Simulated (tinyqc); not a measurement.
What moves the results: valley splitting of a silicon quantum well in envelope theory. A value that a table varies takes the place of the one given here.

The well lies at 0 < z < L; U(z) = V0 [1/(1 + exp(z/w)) + 1/(1 + exp((L - z)/w))] - e F z, 1 mV/nm = 1e-4 eV/angstrom. The envelope psi solves -(c/ml) psi'' + U psi = E psi, c = hbar^2/2m0, by three-point differences on a grid of 0.1 angstrom from -40 to L + 40 angstrom. The two valleys at +/- k0 couple through D = C0 times the integral of exp(-i q z) U(z) psi^2, q = 2 k0 (2 pi/a), and split by Ev = 2|D|.

Random alloy: with Y(z) = Yw + (Yb - Yw) B(z), B the bracket in U, and in-plane density exp(-r^2/ad^2)/(pi ad^2), D gains a random complex part of variance sigma^2 = (C0^2/pi)(a^2 V0/(8 ad (Yb - Yw)))^2 (4/a) times the integral of psi^4 Y (1 - Y). Alone it gives a mean splitting sqrt(pi) sigma; together with the smooth part the rms splitting is 2 sqrt(|D|^2 + sigma^2).

Constants: hbar^2/2m0 = 3.80998211 eV angstrom^2.

Values chosen for the exercise (near those of a strained Si well in SiGe; shifted at random, so the results belong to these values and not to a real crystal): L = 64 angstrom (well width); V0 = 0.21 eV (conduction offset); ml = 0.931 m0 (mass along z); F = 1.9 mV/nm (field pressing towards the upper interface); k0 = 0.845 2 pi/a (valley position); a = 5.431 angstrom (lattice constant); C0 = 0.241 (Bloch overlap factor); Yb = 0.34 (Ge share of the barrier); Yw = 0.05 (Ge share of the well); ad = 110 angstrom (dot radius); ws = (0.4, 0.6, 0.9, 1.4, 1.8, 2.8, 4.6) angstrom (interface widths); Ls = (64, 65.4, 66.7, 68.1, 69.4, 70.8, 72.1, 73.5) angstrom (widths in steps of one atomic layer, a/4, rounded to the grid); F2 = 0 mV/nm (second field, zero or weak); w1 = 0.6 angstrom (interface width for this table); w = 0.4 angstrom (interface width parameter).

## Sharpness of the interface

The smooth part 2|D| and the disorder part against w, beside y/sinh(y) with y = pi q w. The 12 to 88 % width of the step is 4w.

Results:
```
w (angstrom)  4w (angstrom)  2|D| (micro-eV)  y/sinh(y)  sqrt(pi) sigma (micro-eV)
0.4                     1.6            36.48       0.42                      158.2
0.6                     2.4            18.59       0.19                      158.5
0.9                     3.6             5.02      0.044                      159.0
1.4                     5.6             0.34     0.0032                      160.2
1.8                     7.2             0.03    0.00035                      161.4
2.8                    11.2             0.00    1.2e-06                      165.5
4.6                    18.4             0.00    3.0e-11                      175.5
```

The smooth part needs a Fourier component of U psi^2 at a wavelength of 3.21 angstrom; from the first row to the third it falls by a factor 7.26, while y/sinh(y) falls by 9.66 (the envelope near the step and the phase between the two interfaces change too). The disorder part goes from 158.2 to 175.5 micro-eV, growing as the electron overlaps more alloy. It exceeds the smooth part in every row.

## Adding atomic layers

The smooth splitting Ev = 2|D| with w = w1, at the field F2 and at F.

Results:
```
L (angstrom)  q L mod 2 pi  Ev at F2 (micro-eV)  Ev at F (micro-eV)
64.0                  5.75                 16.9                18.6
65.4                  2.21                 5.25                10.1
66.7                  4.75                 17.2                18.7
68.1                  1.20                 3.40                9.28
69.4                  3.74                 13.5                15.6
70.8                  0.20                 9.61                12.6
72.1                  2.74                 7.40                11.1
73.5                  5.48                 12.5                14.6
```

At F2 the splitting swings between 3.4 and 17.2 micro-eV, a ratio of 5.07, as the two interfaces add with the phase q L, which advances on average by 2.65 rad a layer. At F the ratio is 2.02, where in the first row psi^2 at the upper interface is 2.46 times that at the lower one: the field unbalances the two contributions, which fills in the minima.

## What each parameter does

Orbital spacing, psi^2 at z = L, the smooth splitting and sigma; V0 is held fixed when Yw changes. Each row changes one parameter from the base and keeps the others.

Results:
```
case               E2 - E1 (meV)  psi^2(L) (1e-3/angstrom)  2|D| (micro-eV)  sigma (micro-eV)
base                       23.14                     1.475            36.48              89.3
ad = 150 angstrom          23.14                     1.475            36.48              65.5
Yw = 0.08                  23.14                     1.475            36.48             123.9
L = 70 angstrom            19.95                     1.288            36.56              86.2
V0 = 0.263 eV              23.79                     1.199            39.11             112.5
w = 0.52 angstrom          23.21                     1.452            24.93              89.3
F = 2.85 mV/nm             23.56                     1.777            41.85              90.1
k0 = 0.825 2 pi/a          23.14                     1.475            39.37              89.3
C0 = 0.289                 23.14                     1.475            43.74             107.0
```

The largest shifts from the base row, up to three for each result and ties (the steps differ in size, so this ranks the rows, not the parameters). E2 - E1 (meV): L -3.18, V0 +0.65, F +0.42; unchanged at the printed digits by ad, Yw, k0 and C0. psi^2(L) (1e-3/angstrom): F +0.302, V0 -0.277, L -0.188; unchanged at the printed digits by ad, Yw, k0 and C0. 2|D| (micro-eV): w -11.55, C0 +7.26, F +5.38; unchanged at the printed digits by ad and Yw. sigma (micro-eV): Yw +34.7, ad -23.8, V0 +23.3; unchanged at the printed digits by w and k0.

Computed by tinyqc, a small Python program: `OMP_NUM_THREADS=1 python tinyqc.py 1282659 1282660 out.jsonl` (the numbers bound the seed that draws the inputs); one thread of a shared host (Intel(R) Xeon(R) Processor @ 2.30GHz), about 0.06 s for the whole set of steps.
